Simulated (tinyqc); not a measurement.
Sheet resistance and Hall data of a diffused or implanted layer: one step, computed by the program tinyqc.

Carriers are taken equal to the net active doping down to the junction (full ionisation, which deep dopants in wide-gap hosts do not reach; no spill-over, no depletion), and the Hall factor is 1.

Question. Profile. N(x) = N_0 exp(-x^2/l^2), dose N_0 l sqrt(pi)/2, junction x_j = l sqrt(ln(N_0/N_B)). Mobility mu = mu_min + (mu_max - mu_min)/(1 + (N_t/N_ref)^alpha), N_t = active doping + N_B; carriers n = active doping - N_B, active doping min(N, N_s). sigma = e n mu.

Inputs (values chosen for the exercise, modelled on donors in germanium): mu_min = 296 cm^2/(V s); mu_max = 3860 cm^2/(V s); N_ref = 1.3e+17 1/cm^3; exponent alpha = 0.55; peak concentration N_0 = 2.7e+20 1/cm^3; length scale l = 39 nm; background doping N_B (opposite type) = 5.4e+14 1/cm^3; solubility limit N_s = 5.3e+19 1/cm^3.

Profile: Gaussian at the surface. Activation: limited by solubility.

Constants: e = 1.602176634e-19 C.

Give: Depth, doping, carriers, mobility and conductivity at 2, 10, 20, 35, 50, 65, 80, 90 and 98 % of the layer.

Answer.

Depth, doping, carriers, mobility and conductivity at 2, 10, 20, 35, 50, 65, 80, 90 and 98 % of the layer:
```
x (nm)  N (1/cm^3)  n (1/cm^3)  mu (cm^2/(V s))  sigma (S/cm)
2.8      2.686e+20   5.300e+19              422     3.584e+03
14.1     2.368e+20   5.300e+19              422     3.584e+03
28.3     1.597e+20   5.300e+19              422     3.584e+03
49.4     5.411e+19   5.300e+19              422     3.584e+03
70.6     1.015e+19   1.015e+19              593     9.651e+02
91.8     1.056e+18   1.055e+18             1152     1.947e+02
113.0    6.082e+16   6.028e+16             2441     2.357e+01
127.1    6.534e+15   5.994e+15             3262     3.133e+00
138.5    9.080e+14   3.680e+14             3583     2.112e-01
```

The mobility varies by a factor 8.5 across these points and the conductivity by 17000.
